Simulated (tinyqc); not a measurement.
A ladder of methods, and size consistency: correlation methods against full CI in the 6-31g basis, for H2, spin multiplicity 1. Computed by the program tinyqc with PySCF. All electrons correlated; +Q is the Davidson correction (1 - c0^2) E_corr. The last columns treat two copies 100 angstrom apart as one system. FCI is the lowest singlet.

Geometry (angstrom):
```
atom,x,y,z
H,0.0000,0.0000,0.0000
H,0.0000,0.0000,0.6310
```

RHF energy of one = -1.117804 hartree

Correlation energies (hartree):
```
method,E_corr of one,share of FCI (%),E_corr of two at 100 angstrom,two minus twice one (mhartree)
MP2,-0.016184,71.7146,-0.032369,0.0000
CISD,-0.022568,100.0000,-0.044643,0.4925
CISD+Q,-0.022820,101.1169,-0.045606,0.0341
CCSD,-0.022568,100.0000,-0.045136,0.0000
CCSD(T),-0.022568,100.0000,-0.045136,0.0000
FCI,-0.022568,100.0000,-,-
```

What does the comparison show, and why?

MP2 recovers 72 %, CISD 100.0 % and CCSD 100.0 % of the FCI value (c0^2 = 0.989 in CISD). MP2 and coupled cluster are size consistent, so their last column vanishes; CISD loses 0.49 mhartree, since a double excitation on each copy is a quadruple of the pair, and the Davidson correction leaves +0.03. With two electrons, or one virtual orbital, CISD and CCSD are exact for one copy, so +Q overshoots there.
